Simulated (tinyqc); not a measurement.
# Pinning of the barrier by interface states

Cowley-Sze model with the space charge neglected: phiB = S (phiM - chi) + (1 - S)(Eg - phi0), S = 1/(1 + q Dit dl/(eps0 ei)), dl in cm.

Parameters, values chosen for the exercise; band and dielectric values close to those of silicon: band gap Eg = 1.12 eV; electron affinity chi = 4.06 eV; thickness of the interfacial layer dl = 0.3 nm; relative permittivity of the interfacial layer ei = 3.9; neutral level above the valence band phi0 = 0.35 eV; metal work function phiM = 4.82 eV.

Constants: q = 1.602176634e-19 C, eps0 = 8.8541878128e-14 F/cm where lengths are in cm. Results are converted to the units shown.

Results:

| Dit (cm^-2 eV^-1) | S | phiB (eV) | change of phiB for 0.5 eV more work function (eV) |
|---|---|---|---|
| 1e11 | 0.9986 | 0.7600 | 0.4993 |
| 1e12 | 0.9863 | 0.7601 | 0.4931 |
| 3e12 | 0.9599 | 0.7604 | 0.4800 |
| 1e13 | 0.8778 | 0.7612 | 0.4389 |
| 3e13 | 0.7054 | 0.7629 | 0.3527 |
| 1e14 | 0.4181 | 0.7658 | 0.2090 |
| 3e14 | 0.1932 | 0.7681 | 0.09660 |
| 1e15 | 0.06703 | 0.7693 | 0.03351 |

Estimate the missing row, Dit = 3e11 cm^-2 eV^-1.

Computed row:

| Dit (cm^-2 eV^-1) | S | phiB (eV) | change of phiB for 0.5 eV more work function (eV) |
|---|---|---|---|
| 3e11 | 0.9958 | 0.7600 | 0.4979 |

With this row back in the table: S falls from 0.999 to 0.0670, passing 1/2 at Dit = eps0 ei/(q dl) = 7.18e13 cm^-2 eV^-1. The barrier rises from 0.760 to 0.769 eV, from near the Schottky-Mott value phiM - chi = 0.760 eV towards the pinned value Eg - phi0 = 0.770 eV.

Computed by the program tinyqc: `OMP_NUM_THREADS=1 python tinyqc.py 2020060 2020061 out.jsonl`, one thread of a shared Intel Xeon 2.30GHz, about 0.05 s for the whole run.
